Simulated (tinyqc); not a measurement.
Spectrum around the optical phonon: single-oscillator infrared dielectric function of a polar cubic crystal. Computed by tinyqc, a small Python program. Command: `OMP_NUM_THREADS=1 python tinyqc.py 3007946 3007947 out.jsonl infrared walk`. One thread of a shared host (Intel(R) Xeon(R) Processor @ 2.30GHz), about 0.01 s of CPU time with the checks.

One ion pair, charges +Z* and -Z*, in a cell of volume Omega = a^3/4. Frequencies omega are given as wavenumbers (1/cm); eps_s is the static dielectric constant.

Inputs (values chosen for the exercise, for a model crystal): lattice constant a = 6.37 angstrom; mass M_A = 98.3 u; mass M_B = 93.6 u; omega_TO = 229 1/cm; Born charge Z* = 1.37 e; eps_inf = 8.58; phonon damping gamma = 1.4 1/cm; carrier density N = 1e+17 1/cm^3; carrier mass m* = 0.072 m_0; carrier mobility = 590 cm^2/(V s).

Structure: rock salt. Free carriers: present.

Constants: nu for 1 eV/(angstrom^2 u) = 15.6333042 THz; 1 THz = 33.35640952 1/cm; e^2/(4 pi eps_0) = 14.39964548 eV angstrom; e = 1.602176634e-19 C; eps_0 = 8.8541878128e-12 F/m; m_0 = 9.1093837015e-31 kg; c = 299792458 m/s.

Method:
- mu = M_A M_B/(M_A + M_B); ionic plasma term W^2 = 4 pi Z*^2 (e^2/(4 pi eps_0))/(Omega mu) in eV/(angstrom^2 u), turned into 1/cm by W = 15.6333042 x 33.35640952 x sqrt(W^2); omega_LO^2 = omega_TO^2 + W^2/eps_inf; eps_s = eps_inf + W^2/omega_TO^2; Szigeti charge 3 Z*/(eps_inf + 2); longitudinal (Callen) charge Z*/eps_inf.
- omega_p^2 = N e^2/(eps_0 eps_inf m*), gamma_p = e/(m* x mobility), both divided by 2 pi c (c in cm/s) to give 1/cm. m* is held constant, though in narrow-gap crystals it rises with N at high doping.
- eps(omega) = eps_inf + W^2/(omega_TO^2 - omega^2 - i gamma omega) - eps_inf omega_p^2/(omega^2 + i gamma_p omega); n + i k = sqrt(eps) with k >= 0; R = |(n + i k - 1)/(n + i k + 1)|^2 at normal incidence from vacuum.
- The loss function is Im(-1/eps).

omega_LO = 236.464 1/cm

W = 172.653 1/cm

omega_p = 120.498 1/cm

gamma_p = 219.804 1/cm

Spectrum:
```
omega (1/cm)   Re eps   Im eps         R  Im(-1/eps)
114            7.3037   3.9209   0.24910    0.057058
195            9.2041   1.6656   0.25911    0.019038
222            16.655   2.1845   0.37025   0.0077418
229            7.3435   94.166   0.73991    0.010555
231           -21.483   11.303   0.82900    0.019181
233           -8.2773   3.9067   0.76938    0.046632
235           -3.1831   2.3733   0.59684     0.15055
236           -1.6823   2.0357   0.44897     0.29188
241            2.1426   1.3830  0.073573     0.21266
251            4.6411   1.0739   0.14125    0.047323
272            6.1781  0.84764   0.18440    0.021797
355            7.4603  0.44518   0.21583   0.0079704
591            8.1662  0.11682   0.23192   0.0017513
```

What follows from these numbers?

R peaks among these rows at 231 per cm with 0.83 and is lowest, 0.074, at 241; far above omega_LO it tends to ((sqrt(eps_inf) - 1)/(sqrt(eps_inf) + 1))^2 = 0.241. Im eps is largest at 229 and the loss function at 236: absorption marks the TO mode and the loss function the LO mode. Re eps is negative in some rows, where R averages 0.66. Caution: gamma_p is not small against omega_p, so the plasmon is strongly damped and a plasmon-like coupled mode marks no sharp feature.

Extremes, crossings and ranges named in words are read from the listed rows.
